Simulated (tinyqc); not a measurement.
# Square on-chip spiral inductor, lumped pi model: two studies

Outer diameter do = di + 2 n wd + 2 (n - 1) sp, mean da = (do + di)/2, fill p = (do - di)/(do + di), length l = 4 n da. L = 2.34 mu0 n^2 da/(1 + 2.75 p), mu0 = 4 pi 1e-7 H/m. Rs = rho l/(wd delta (1 - exp(-th/delta))), delta = sqrt(rho/(pi f mu0)). Cs = n wd^2 eps0 eo/hu across the coil. At each end Cox = l wd eps0 eo/(2 ho) leads to the substrate branch Rsi = 2 rs he/(l wd) in parallel with Csi = l wd eps0 11.7/(2 he). With one end grounded Y = 1/(Rs + i w L) + i w Cs + 1/[1/(i w Cox) + 1/(1/Rsi + i w Csi)], w = 2 pi f; Q = -Im Y/Re Y. Eddy currents in neighbouring turns and in the substrate are left out.

Inputs (values chosen for the exercise); values of the order met in silicon radio-frequency processes: number of turns n = 3.5; line width wd = 6 um; space between turns sp = 2 um; inner diameter di = 140 um; metal thickness th = 0.9 um; metal resistivity rho = 2.2 uohm cm; oxide below the coil ho = 7.2 um; oxide between coil and underpass hu = 0.8 um; relative permittivity of the oxide eo = 3.9; substrate resistivity rs = 100 ohm cm; effective spreading depth in the substrate he = 50 um; frequency f = 9.2 GHz.

Constants: eps0 = 8.8541878128e-12 F/m. Results are converted to the units shown.

Each table varies one quantity; the others keep the values above.

## Quality factor against frequency

Apparent inductance Im(1/Y)/w; share of the loss Re(substrate branch)/Re Y.

Results:

| f (GHz) | Rs (ohm) | w L/Rs | Q | apparent inductance (nH) | loss in the substrate (%) |
|---|---|---|---|---|---|
| 0.33 | 10.543 | 0.82196 | 0.82050 | 4.1763 | 0.040395 |
| 0.54 | 10.856 | 1.3062 | 1.3022 | 4.1780 | 0.11490 |
| 0.88 | 11.262 | 2.0519 | 2.0389 | 4.1827 | 0.31139 |
| 1.4 | 11.764 | 3.1252 | 3.0814 | 4.1950 | 0.77022 |
| 2.3 | 12.468 | 4.8444 | 4.6786 | 4.2304 | 1.9544 |
| 3.8 | 13.418 | 7.4367 | 6.8059 | 4.3318 | 4.8182 |
| 6.3 | 14.710 | 11.247 | 8.9496 | 4.6398 | 11.256 |
| 17 | 18.784 | 23.766 | 3.5538 | 15.065 | 41.935 |

Estimate the missing row, f = 10 GHz.

Computed row:

| f (GHz) | Rs (ohm) | w L/Rs | Q | apparent inductance (nH) | loss in the substrate (%) |
|---|---|---|---|---|---|
| 10 | 16.296 | 16.115 | 9.2819 | 5.5894 | 22.375 |

With this row back in the table: Q goes from 0.820 through a maximum of 9.28 (at f = 10 GHz among the rows listed) to 3.55; the exact peak is 9.51 at 8.51 GHz and Q reaches zero at the self-resonance, 19.7 GHz. The share of the substrate rises from 0.0404 to 41.9 %, and the apparent inductance ends at 3.60 times L. At the peak the substrate takes 17.8 % of the loss. For f = 10, 17 the coil is longer than 0.15 of a wavelength in the oxide, where one lumped section is rough.

## Effect of the substrate resistivity

Same model as above.

Peak Q and its frequency from a search over f; self-resonance where Im Y = 0; Q at the given f (negative beyond resonance).

The same in every row: L (nH) = 4.179; do (um) = 192.0.

Effect of the substrate resistivity:

| rs (ohm cm) | peak Q | f of the peak (GHz) | self-resonance (GHz) | Q at f |
|---|---|---|---|---|
| 0.1 | 8.170 | 6.370 | 12.47 | 6.263 |
| 1 | 7.155 | 5.240 | 12.74 | 3.630 |
| 3 | 6.334 | 4.487 | 14.77 | 2.572 |
| 10 | 5.803 | 4.356 | 18.95 | 3.621 |
| 30 | 7.137 | 6.424 | 19.65 | 6.464 |
| 100 | 9.513 | 8.509 | 19.74 | 9.462 |
| 1000 | 11.64 | 10.09 | 19.74 | 11.54 |
| 10000 | 11.95 | 10.31 | 19.74 | 11.80 |

What does the comparison show?

As rs goes from 0.1 to 10000, L stays at 4.18 nH, the peak Q goes from 8.17 through a minimum of 5.80 (at rs = 10 among the rows listed) to 11.9, its frequency goes from 6.37 through a minimum of 4.36 (at rs = 10 among the rows listed) to 10.3 GHz and the self-resonance rises from 12.5 to 19.7 GHz. In this model both a very low and a very high resistivity dissipate little: the first shorts the branch to a pure Cox, the second blocks the current. For rs = 0.1, 1 eddy currents in the substrate, left out, would lower Q markedly.

Program tinyqc, `OMP_NUM_THREADS=1 python tinyqc.py 2302096 2302097 out.jsonl`; Intel Xeon 2.30GHz, shared host, one thread, about 0.01 s.
